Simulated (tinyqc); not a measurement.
# Worked calculation: energy and delay of logic against supply voltage

Computed by the program tinyqc: `OMP_NUM_THREADS=1 python tinyqc.py 2082038 2082039 out.jsonl`, one thread of a shared Intel Xeon 2.30GHz, about 0.01 s for the whole run. Printed values are rounded.

One expression serves below and above threshold: I(Vg) = Ik [ln(1 + exp((Vg - VT + dd V)/(al nf Vt)))]^al, with I_on = I(V) and I_off = I(0). Gate delay td = kd C V/I_on, clock period LD td. Per gate and cycle the switching energy is act C V^2 and the leakage energy I_off V LD td. No short-circuit current, no variation. Minima are sought above 0.09 V; below a few Vt gates no longer switch and the model has no meaning.

Parameters, values chosen for the exercise; values of the order met in logic technologies:
- T = 358 K (temperature)
- VT = 0.35 V (threshold voltage at zero drain bias)
- nf = 1.38 (slope factor)
- dd = 0.06 (barrier lowering per volt of supply)
- Ik = 0.34 uA (specific current of a gate)
- al = 1.37 (exponent of the current law)
- C = 0.51 fF (load capacitance of a gate)
- kd = 0.8 (delay factor)
- LD = 60 (logic depth)
- act = 0.2 (activity factor)
- V = 0.86 V (supply voltage)

Constants: q = 1.602176634e-19 C, kB = 1.380649e-23 J/K, Vt = kB T/q. Results are converted to the units shown.

## Currents, delay and energies

I_on, I_off, td, clock frequency 1/(LD td), both energies and their sum.

I_on = 7.56791 uA
I_off = 0.305967 nA
td = 46.3642 ps
clock frequency = 0.359473 GHz
switching energy = 75.4392 aJ
leakage energy = 0.731993 aJ
energy = 76.1712 aJ

I_on/I_off = 24700; leakage makes up 0.961 % of the energy.

## Starting value

V = 0.33 V.

V at the start = 0.33 V

## Iteration 1: new V

Minimum-energy supply: E(V) is the energy per gate and cycle; with h = 0.001 V, E' = (E(V + h) - E(V - h))/(2 h), E'' = (E(V - h) - 2 E(V) + E(V + h))/h^2, V(new) = V - E'/E''.

E' = 47.4864 aJ/V
E'' = 514.003 aJ/V^2
V after iteration 1 = 0.237615 V

## Iteration 2: new V

As before.

E' = -27.9649 aJ/V
E'' = 1180.92 aJ/V^2
V after iteration 2 = 0.261295 V

## Iteration 3: new V

As before.

E' = -2.33307 aJ/V
E'' = 981.882 aJ/V^2
V after iteration 3 = 0.263671 V

## Course of the iteration

Stop when the step is below 1e-9 V, or after 40 iterations.

Course of the iteration:

| iteration | V before the step (V) | step (V) |
|---|---|---|
| 1 | 0.33 | -0.0924 |
| 2 | 0.237615 | 0.0237 |
| 3 | 0.261295 | 2.38e-3 |
| 4 | 0.263671 | 2.49e-5 |
| 5 | 0.263696 | 2.66e-9 |
| 6 | 0.263696 | < 1e-14 |

Converged in 6 iterations. There leakage makes up 37.0 % of the energy and the clock runs at 8.38 MHz.
